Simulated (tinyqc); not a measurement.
Time-domain thermoreflectance: layered heat flow under a modulated pulse train, and what the signal ratio measures: one step, computed by the program tinyqc.

Pulses repeat at 80 MHz; heat is laid down at the surface, all layers are isotropic.

Problem. Length and time scales. Penetration depth sqrt(kappa/(pi f C)); effusivity sqrt(kappa C); cooling time of the metal d C_m/G; Kapitza length kappa/G.

Inputs (values chosen for the exercise, modelled on aluminium on GaAs):
```
quantity                                value        unit
metal thickness d                          93          nm
metal heat capacity                      2.42  MJ/(m^3 K)
boundary conductance G under the metal     88  MW/(m^2 K)
substrate conductivity kappa             46.2     W/(m K)
substrate heat capacity C                1.75  MJ/(m^3 K)
modulation frequency f                      2         MHz
spot radius w (1/e^2, pump and probe)      25  micrometre
```

Stack: metal, substrate.

Give: penetration depth; effusivity; cooling time of the metal; Kapitza length; depth over spot radius.

Solution.

penetration depth = 2.050 micrometre

effusivity = 8992 W s^(1/2)/(m^2 K)

cooling time of the metal = 2557.5 ps

Kapitza length = 525 nm

depth over spot radius = 0.08199
